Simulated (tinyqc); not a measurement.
From sheath thickness back to sheath voltage V: ion-assisted plasma etching: sheath, surface coverage, synergy and aspect-ratio dependence. Computed by tinyqc, a small Python program. Command: `OMP_NUM_THREADS=1 python tinyqc.py 3026808 3026809 out.jsonl etch inv`. One thread of a shared host (Intel(R) Xeon(R) Processor @ 2.30GHz), about 0.01 s of CPU time with the checks.

Radicals adsorb on bare sites; ions remove covered sites with a high yield and bare sites by sputtering; a slow spontaneous reaction acts everywhere, walls included.

Inputs (values chosen for the exercise, close to those used for silicon in a halogen plasma): plasma density n_e = 2.1e+10 1/cm^3; electron temperature T_e = 2.7 eV; ion temperature T_i = 0.68 eV.

Feature: round hole.

Constants: eps_0 = 8.8541878128e-12 F/m; e = 1.602176634e-19 C.

Method. Debye length lambda_D = sqrt(eps_0 T_e/(e n_s)) with n_s = 0.61 n_e, T_e in volts; Child-law sheath d = (sqrt2/3) lambda_D (2 V/T_e)^(3/4); ion energy E = V + T_e/2; angular spread = arctan(sqrt(T_i/E)).

Question. A run gave the result below. Find the sheath voltage V, known to lie between 420 and 910 V.

sheath thickness = 4433.769 um

Answer.

Each step takes the trial c = (a f_b - b f_a)/(f_b - f_a), f being the result less the target and a, b, c the logarithms of the listed values; c replaces end b, the old b replaces a if the sign of f changed, and otherwise f_a is halved.

Scan of the range:
```
sheath voltage V (V)  sheath thickness (um)
420                                 3768.83
478                                 4152.80
543                                 4569.51
618                                 5035.14
703                                 5546.08
800                                 6110.65
910                                 6730.56
```

False position (Illinois rule, in the logarithm of the input) inside the bracket:
```
step    end a    end b    trial  sheath thickness (um)
1     478.000  543.000  520.910                4429.37
2     543.000  520.910  521.590                4433.70
3     543.000  521.590  521.610                4433.83
4     521.590  521.610  521.600                4433.77
```

Sheath thickness rises at every point of a 13-point scan of the range (every second point is shown), so one value fits; it is bracketed by 478 and 543. The scan shows a pure power law with exponent 0.7500, so scaling from any one row also gives the answer directly. Answer: sheath voltage V = 521.6 V.

Caution: a sheath of several millimetres is collisional at usual pressures, which lowers the ion energy and widens the angles.
